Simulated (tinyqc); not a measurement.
Quasi-harmonic thermal expansion with mode Grueneisen parameters: one step, computed by the program tinyqc. Command: `OMP_NUM_THREADS=1 python tinyqc.py 3011747 3011748 out.jsonl qha walk`. One thread of a shared host (Intel(R) Xeon(R) Processor @ 2.30GHz), about 0.03 s of CPU time with the checks.

A crystal with two atoms a cell; per atom there are 1 transverse acoustic (TA), 1/2 longitudinal acoustic (LA) and 3/2 optical (O) modes. Every frequency of group i scales as nu_i (V/V0)^(-gamma_i). The acoustic groups have Debye spectra, density 3 nu^2/nu_i^3 up to nu_i (40 Gauss-Legendre points); the optical group has one frequency. Static energy: E = (9 V0 B0/16) [y^3 B' + y^2 (2 - 4 y)], y = (V0/V)^(2/3) - 1, with pressure P_s = (3 B0/2) (z^7 - z^5) [1 + (3/4)(B' - 4)(z^2 - 1)], z = (V0/V)^(1/3).

Question. Mode groups at the static volume. For a mode with x = h nu/(k_B T), n = 1/(exp(x) - 1): U = h nu (n + 1/2), C/k_B = x^2 n (n + 1); U_i and C_i sum these over group i with its weight per atom. Phonon pressure P_ph = sum_i gamma_i U_i/V.

Inputs (values chosen for the exercise, for a model crystal):

| quantity | value | unit |
|---|---|---|
| static volume V0 | 21.2 | angstrom^3/atom |
| frequency nu_TA | 2.04 | THz |
| frequency nu_LA | 4.57 | THz |
| frequency nu_O | 7.88 | THz |
| Grueneisen parameter gamma_TA | -0.88 | - |
| Grueneisen parameter gamma_LA | 1.8 | - |
| Grueneisen parameter gamma_O | 1.3 | - |
| temperature T | 120 | K |

Acoustic groups: Debye.

Constants: h x 1 THz = 4.135667696 meV; k_B = 8.617333262e-05 eV/K; 1 eV/angstrom^3 = 160.2176634 GPa.

Give: Groups; phonon pressure at V0.

Answer.

Groups:

| group | h nu_i/(k_B T) | U_i (meV) | C_i (k_B) | gamma_i C_i (k_B) |
|---|---|---|---|---|
| TA | 0.81587 | 10.682 | 0.96749 | -0.85139 |
| LA | 1.8277 | 6.0016 | 0.42551 | 0.76592 |
| O | 3.1515 | 26.627 | 0.69571 | 0.90443 |

phonon pressure at V0 = 0.27220 GPa
